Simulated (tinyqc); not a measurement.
The square root of alpha at three temperatures: phonon-assisted absorption at an indirect gap.

alpha(E) = sum_j A_j [N_j (E - Eg + w_j)^2 + (N_j + 1)(E - Eg - w_j)^2], each bracket counted only where its base is positive; N_j = 1/(exp(w_j/kB T) - 1). The first term absorbs a phonon and the second emits one; excitons and direct transitions are left out.

Constants: kB = 8.617333262e-05 eV/K.

Inputs chosen for the exercise (out of a larger set: loosely those of Si at room temperature; Eg is not tied to T; not measured data): Eg = 1.135 eV (indirect gap, held fixed unless listed); w = (55.9, 17.9) meV (two zone-edge phonons); A = (3300, 460) 1/(cm eV^2) (their strengths).

The gap is held fixed, so only the phonon occupations change.

sqrt(alpha) (1/cm^(1/2)):
```
E - Eg (eV)     4 K    77 K   150 K
-0.04         0.000   0.014   0.106
-0.02         0.000   0.031   0.239
0.00          0.000   0.114   0.433
0.02          0.045   0.233   0.692
0.04          0.474   0.599   1.105
0.07          1.380   1.504   2.054
0.10          3.085   3.197   3.722
0.15          6.103   6.229   6.821
0.20          9.153   9.302   9.999
0.30         15.272  15.472  16.408
0.45         24.463  24.743  26.057
0.60         33.657  34.019  35.717
```

Below the gap only phonon absorption acts: at E - Eg = -0.02 eV sqrt(alpha) is 0.000, 0.031 and 0.239 at 4, 77 and 150 K. A straight line through the last two rows meets the axis at E - Eg = +0.0509, +0.0499 and +0.0454 eV: the intercept is roughly a weighted mean of the thresholds, not the gap, and it moves from the emission side towards Eg as the occupations grow. At the last row alpha grows by a factor 1.13 from the lowest to the highest temperature at fixed gap.

tinyqc: `OMP_NUM_THREADS=1 python tinyqc.py 1650433 1650434 out.jsonl`; about 0.01 s, one thread, shared Intel(R) Xeon(R) Processor @ 2.30GHz.
